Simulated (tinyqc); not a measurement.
Grain growth, pinning, strength and diffusional creep of a polycrystal or thin film: one step, computed by the program tinyqc. Command: `OMP_NUM_THREADS=1 python tinyqc.py 3031725 3031726 out.jsonl grain walk`. One thread of a shared host (Intel(R) Xeon(R) Processor @ 2.30GHz), about 0.01 s of CPU time with the checks.

One mean grain size d describes the structure.

Question. Yield stress. Hall-Petch term k_y/sqrt(d). Orowan term 3.06 x 0.4 G b ln(2 rbar/b)/(pi lambda sqrt(1 - nu)) with nu = 1/3, rbar = sqrt(2/3) r, lambda = rbar (sqrt(pi/f) - 2). The terms are added to sigma_0.

Inputs (values chosen for the exercise, modelled on polycrystalline silicon):
```
quantity                     value       unit
shear modulus G               64.6        GPa
Burgers vector b              3.84   angstrom
anneal temperature T          1826          K
particle volume fraction f  0.0023          -
particle radius r               13         nm
friction stress sigma_0        340        MPa
Hall-Petch slope k_y          0.26  MPa m^0.5
```

Sample: bulk.

grain size d = 2195.810 nm

Give: Hall-Petch term; Orowan term; yield stress.

Answer.

Hall-Petch term = 175.5 MPa

Orowan term = 128.0 MPa

yield stress = 643.5 MPa

Caution: T is above the melting point of the named material. Caution: silicon is brittle except at high temperature, so these strengthening laws for metals do not give its real strength.
